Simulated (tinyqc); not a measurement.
# Worked calculation: threshold-voltage variability of a planar MOSFET, analytic estimates

Computed by the program tinyqc: `OMP_NUM_THREADS=1 python tinyqc.py 2090064 2090065 out.jsonl`, one thread of a shared Intel Xeon 2.30GHz, about 0.01 s for the whole run. Printed values are rounded.

Three independent sources add in quadrature: random dopants in the depleted layer, metal-gate grains of two orientations, and roughness of the two gate edges acting through the roll-off VT = VT(long) - Vr exp(-L/l). These are first-order estimates: no three-dimensional electrostatics, no percolation.

Inputs (values chosen for the exercise); material values those of a made-up semiconductor:
- T = 325 K (temperature)
- Eg = 1.32 eV (band gap)
- eps_r = 14 (relative permittivity of the semiconductor)
- Nc = 3.38e19 cm^-3 (conduction-band density of states at T)
- Nv = 3.56e19 cm^-3 (valence-band density of states at T)
- Na = 6.4e17 cm^-3 (channel doping)
- ti = 1.6 nm (oxide-equivalent thickness in inversion)
- L = 16 nm (gate length)
- W = 79 nm (gate width)
- G = 15 nm (metal grain size)
- dW = 0.2 eV (work-function difference of the two grain orientations)
- p = 0.3 (share of the orientation of higher work function)
- De = 1.6 nm (rms roughness of one gate edge)
- La = 30 nm (correlation length of the roughness)
- l = 3.8 nm (decay length of the threshold roll-off)
- Vr = 1.6 V (prefactor of the roll-off)
- n = 1.31 (subthreshold factor)
- gI = 8 1/V (gm/I of a matched pair)
- sb = 1.7 % (spread of the gain factor of one device)
- Nb = 65536 (number of cells)
- Y = 0.999 (wanted yield)

Constants: q = 1.602176634e-19 C, kB = 1.380649e-23 J/K, Vt = kB T/q, eps0 = 8.8541878128e-14 F/cm where lengths are in cm. Results are converted to the units shown.

Range of the model: The depletion depth exceeds L, so source and drain share much of the charge and the dopant estimate is rough. gI s exceeds 0.2, so the linear formula for the current mismatch is only a rough guide.

## Random dopants

ni = sqrt(Nc Nv) exp(-Eg/(2 Vt)), Eg in volts; Cox = 3.9 eps0/ti; Wd = sqrt(4 eps0 eps_r Vt ln(Na/ni)/(q Na)); dopants: s1 = (q/Cox) sqrt(Na Wd/(3 L W)). The slope A1 = s1 sqrt(L W); mean number of dopants Na L W Wd.

Cox = 2.158208 uF/cm^2
Wd = 51.48545 nm
mean number of dopants = 41.64967
A1 = 0.7780163 mV um
s1 = 21.88342 mV

Counting alone, 1/sqrt(N) of the depletion voltage q Na Wd/Cox = 245 mV, would give sqrt(3) times more: dopants deep in the layer act less on the surface.

## Metal grains and edge roughness

Grains: Ng = L W/G^2 (at least 1), s2 = dW sqrt(p (1 - p)/Ng). Edges, with exponential correlation and u = W/La: the mean gate length has sL^2 = 2 De^2 (2/u)[1 - (1 - exp(-u))/u]; s3 = sL (Vr/l) exp(-L/l).

Ng = 5.617778
s2 = 38.66850 mV
sL = 1.586822 nm
dVT/dL = 6.247813 mV/nm
s3 = 9.914168 mV

## Total spread, mismatch and leakage

s = sqrt(s1^2 + s2^2 + s3^2). For a pair: s(dVT) = sqrt(2) s; current mismatch sqrt(2) sqrt((gI s)^2 + sb^2); input offset = current mismatch/gI. For a Gaussian VT the off current is log-normal with mean/median = exp(s^2/(2 (n Vt)^2)).

s = 45.52393 mV
s(dVT) = 64.38055 mV
current mismatch = 51.56052 %
input offset = 64.45065 mV
mean/median of Ioff = 2.159397

The grains give 72.1 % of the variance; without them s would be 24.0 mV. A current mismatch this large is beyond the linear estimate.

## Iteration 1: margin in standard deviations for the wanted yield

k at the start = 4

Cells fail independently with probability Q(k) = erfc(k/sqrt(2))/2 when the margin is k standard deviations, and Y = exp(-Nb Q(k)). phi = exp(-k^2/2)/sqrt(2 pi). Newton steps on ln Q(k) = ln(-ln(Y)/Nb): k(new) = k + [ln Q - ln(-ln(Y)/Nb)] Q/phi.

Q(k) = 3.167124e-5
phi = 1.338302e-4
k after iteration 1 = 5.807435

## Iteration 2: margin in standard deviations for the wanted yield

As before.

Q(k) = 3.171866e-9
phi = 1.893816e-8
k after iteration 2 = 5.544259

## Course of the iteration: margin in standard deviations for the wanted yield

Stop when k changes by less than 1e-9, or after 30 iterations.

Course of the iteration:
```
iteration         k  |change|
1          5.807435      1.81
2          5.544259     0.263
3          5.538356   5.90e-3
4          5.538354   2.97e-6
5          5.538354  7.50e-13
```

Converged in 5 iterations. At the end the number of correct digits about doubles with each step. With s(dVT) = 64.4 mV, 5.54 standard deviations are 357 mV.
